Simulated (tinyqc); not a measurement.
Leakage through a gate insulator: direct, Fowler-Nordheim, trap-assisted and Poole-Frenkel currents: one step, computed by the program tinyqc.

Electrons enter from the cathode Fermi level at x = 0; the conduction band of the insulator lies phi_b - e F x above it, F = V/t. WKB exponents use a parabolic band with mass m.

Task: Field and tunnelling without traps. For a level a distance phi(x) below the band, the WKB exponent is 2 int kappa dx with kappa = sqrt(m phi/(hbar^2/2m_0)); for a linear barrier from phi_1 down to phi_2 = max(phi_1 - e F d, 0) it is G = (4/3) sqrt(m/(hbar^2/2m_0)) (phi_1^(3/2) - phi_2^(3/2))/(e F). J_tun = e^3 F^2/(16 pi^2 hbar m phi_b) x exp(-G) / [1 - sqrt(phi_2/phi_b)]^2 with the free-electron mass in the cathode (m in m_0), phi_2 = max(phi_b - e V, 0): direct tunnelling for e V < phi_b, Fowler-Nordheim above. Image forces, back-flow and the limit on supply are left out, so J_tun is overstated below about 0.5 V. Equivalent oxide thickness = 3.9 t/eps_ox.

Inputs (values chosen for the exercise, with an insulator like SiO2):
```
quantity,value,unit
thickness t,8.5,nm
barrier phi_b,3.17,eV
tunnelling mass m,0.46,m_0
static constant eps_ox,3.83,-
voltage across the insulator V,5.4,V
```

Constants: hbar^2/(2 m_0) = 3.80998212 eV angstrom^2; e = 1.602176634e-19 C; hbar = 1.054571817e-34 J s.

Give: field F; equivalent oxide thickness; WKB exponent G; tunnelling current J_tun.

Result:

field F = 6.353 MV/cm

equivalent oxide thickness = 8.655 nm

WKB exponent G = 41.16

tunnelling current J_tun = 5.685e-11 A/cm^2

The barrier is a triangle 4.99 nm long: Fowler-Nordheim tunnelling.
